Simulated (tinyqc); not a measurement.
Defect equilibria of an oxide against oxygen pressure (mass action): one step, computed by the program tinyqc.

Defects: oxygen vacancies V (charge +2), electrons n, holes p, the ionic partner X = V_M'''' (charge -4), and the dopant. Activities are taken equal to concentrations.

Task: Conductivities. sigma_n = e n mu_n, sigma_p = e p mu_p, sigma_ion = 2 e [V] mu_V with mu_V = 2 e D/(k_B T) and D = D_0 exp(-E_m/k_B T); only the oxygen vacancies carry ionic current, and the ionic transport number is sigma_ion over the total.

Inputs (values chosen for the exercise, for a model oxide):

| quantity | value | unit |
|---|---|---|
| prefactor N_c N_v | 2.7e+41 | cm^-6 |
| temperature T | 1200 | K |
| electron mobility mu_n | 0.52 | cm^2/(V s) |
| hole mobility mu_p | 0.53 | cm^2/(V s) |
| vacancy diffusion prefactor D_0 | 0.001 | cm^2/s |
| vacancy migration energy E_m | 0.61 | eV |

Ionic disorder: Schottky, oxide MO2. Dopant (singly charged, fully ionised): donor.

n = 4.099972e+20 cm^-3

[V] = 3.432711e+13 cm^-3

p = 551120.4 cm^-3

Constants: k_B = 8.617333262e-05 eV/K; e = 1.602176634e-19 C.

Give: sigma_n; sigma_p; sigma_ion; total conductivity; ionic transport number.

Result:

sigma_n = 34.16 S/cm

sigma_p = 4.680e-14 S/cm

sigma_ion = 5.834e-10 S/cm

total conductivity = 34.16 S/cm

ionic transport number = 1.708e-11

The conductor is mainly n-type electronic here. Caution: one of n, p, [V] and [X] is above 2e20 cm^-3, near 1 % of the sites of a usual oxide, where defects associate and the ideal mass-action laws fail. Caution: the carrier density is near sqrt(N_c N_v), where the carriers are degenerate and n p = K_i fails. Caution: X far outnumbers the oxygen vacancies, so the ionic conductivity given leaves out the majority ionic defect.
